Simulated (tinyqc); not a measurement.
# p-n diode, drift-diffusion by the Gummel loop with Scharfetter-Gummel fluxes: effects of single changes

Abrupt junction at x = 0, p side from -Lp, n side to Ln, ohmic contacts. psi is counted from the intrinsic level; n = ni exp((psi - phin)/Vt), p = ni exp((phip - psi)/Vt). Contacts: p side psi = V - Vt ln(Na/ni), p = Na, n = ni^2/Na; n side psi = Vt ln(Nd/ni), n = Nd, p = ni^2/Nd. Constant mobilities, D = mu Vt, Boltzmann statistics, SRH recombination through a mid-gap level, U = (n p - ni^2)/(tp (n + ni) + tn (p + ni)). Current is positive from the p contact to the n contact.

Values chosen for this exercise; band and dielectric values close to those of silicon: temperature T = 350 K; band gap Eg = 1.13 eV; relative permittivity eps_r = 11.9; conduction-band density of states at T Nc = 3.5e19 cm^-3; valence-band density of states at T Nv = 3.29e19 cm^-3; acceptor density of the p side Na = 9.7e16 cm^-3; donor density of the n side Nd = 4.3e16 cm^-3; electron mobility mun = 680 cm^2/(V s); hole mobility mup = 280 cm^2/(V s); SRH lifetime of electrons tn = 2e-7 s; SRH lifetime of holes tp = 7e-10 s; length of the p side Lp = 5 um; length of the n side Ln = 0.83 um; uniform generation rate G = 0 cm^-3 s^-1.

Constants: q = 1.602176634e-19 C, kB = 1.380649e-23 J/K, Vt = kB T/q, eps0 = 8.8541878128e-14 F/cm where lengths are in cm. Results are converted to the units shown.

Each table varies one quantity; the others keep the values above.

## Current against voltage in the dark

ni = sqrt(Nc Nv) exp(-Eg/(2 Vt)), Eg in volts. Poisson and both continuity equations are solved self-consistently with Scharfetter-Gummel fluxes on a graded mesh of 500 nodes. J_scr is q times the integral of U between -xp and xn. Ideal diffusion current J_id = q ni^2 [Dn coth(wp/Le)/(Le Na) + Dp coth(wn/Lh)/(Lh Nd)] (exp(V/Vt) - 1), Le = sqrt(Dn tn), Lh = sqrt(Dp tp), wp = Lp - xp, wn = Ln - xn, with xp and xn from the depletion approximation (W = sqrt(2 eps0 eps_r (Vbi - V)(1/Na + 1/Nd)/q), xp = W Nd/(Na + Nd), xn = W Na/(Na + Nd), Vbi = Vt ln(Na Nd/ni^2)). Ideality factor = 0.004 V/(Vt ln[J(V + 0.004 V)/J(V)]). Here G = 0.

In this table G = 0 cm^-3 s^-1.

Result of one run:
```
V (V),J (A/cm^2),ideality factor,J_scr/J (%),J_id (A/cm^2),share recombining at the contacts (%),larger minority/doping at -xp and xn
0.21,1.49e-4,1.37,72.8,4.08e-5,19.2,5.43e-8
```

What becomes of these results when the bias of the p contact V is changed from 0.21 to 0.44 V, all else the same?

Result of the changed run:
```
V (V),J (A/cm^2),ideality factor,J_scr/J (%),J_id (A/cm^2),share recombining at the contacts (%),larger minority/doping at -xp and xn
0.44,0.0919,1.06,11.5,0.0821,61.4,1.07e-4
```

The whole series:
```
V (V),J (A/cm^2),ideality factor,J_scr/J (%),J_id (A/cm^2),share recombining at the contacts (%),larger minority/doping at -xp and xn
0.15,3.51e-5,1.35,84.2,5.57e-6,11.2,7.47e-9
0.21,1.49e-4,1.37,72.8,4.08e-5,19.2,5.43e-8
0.27,6.63e-4,1.28,55.4,2.97e-4,31.3,3.94e-7
0.33,0.00336,1.17,36.0,0.00216,44.7,2.85e-6
0.38,0.0145,1.10,22.6,0.0113,53.8,1.48e-5
0.44,0.0919,1.06,11.5,0.0821,61.4,1.07e-4
0.5,0.608,1.06,4.82,0.597,67.4,7.61e-4
0.56,3.90,1.09,1.38,4.34,77.5,0.00532
0.62,23.5,1.13,0.301,31.5,91.3,0.0338
```

J rises from 3.51e-5 to 23.5 A/cm^2; the ideality factor moves up and down between 1.06 and 1.37. Recombination in the depleted layer carries over half of the current up to V = 0.27 V, where the factor is 1.28; it grows roughly as exp(V/2 Vt), so diffusion overtakes it. Where the factor is lowest (V = 0.5 V), J is 1.7 % above the ideal diffusion current.

## Effect of the donor density of the n side at fixed bias

Same model as above.

In this table V = 0.54 V.

Results:
```
Nd (cm^-3),J (A/cm^2),ideality factor,J_scr/J (%),J_id (A/cm^2),share recombining at the contacts (%),larger minority/doping at -xp and xn
4.3e16,2.11,1.08,2.19,2.24,73.2,0.00279
1.7e17,0.769,1.03,3.80,0.745,71.9,5.84e-4
3.3e17,0.527,1.02,4.01,0.507,76.5,5.79e-4
6.5e17,0.401,1.02,4.44,0.383,81.5,5.74e-4
1.3e18,0.337,1.02,5.07,0.320,85.4,5.69e-4
```

Estimate the missing row, Nd = 8.5e16 cm^-3.

Computed row:
```
Nd (cm^-3),J (A/cm^2),ideality factor,J_scr/J (%),J_id (A/cm^2),share recombining at the contacts (%),larger minority/doping at -xp and xn
8.5e16,1.25,1.04,3.21,1.24,69.8,7.51e-4
```

With this row back in the table: As Nd rises from 4.3e16 to 1.3e18, J falls from 2.11 to 0.337 A/cm^2, the share of the depleted layer rises from 2.19 to 5.07 % and the share lost at the contacts goes from 73.2 through a minimum of 69.8 (at Nd = 8.5e16 among the rows listed) to 85.4 %. The exponent d ln J/d ln Nd is -0.77 between the first two rows and -0.25 between the last two. J less J_scr is 0.12 % below J_id in the last row.

Computed by the program tinyqc: `OMP_NUM_THREADS=1 python tinyqc.py 2240116 2240117 out.jsonl`, one thread of a shared Intel Xeon 2.30GHz, about 0.2 s for the whole run.
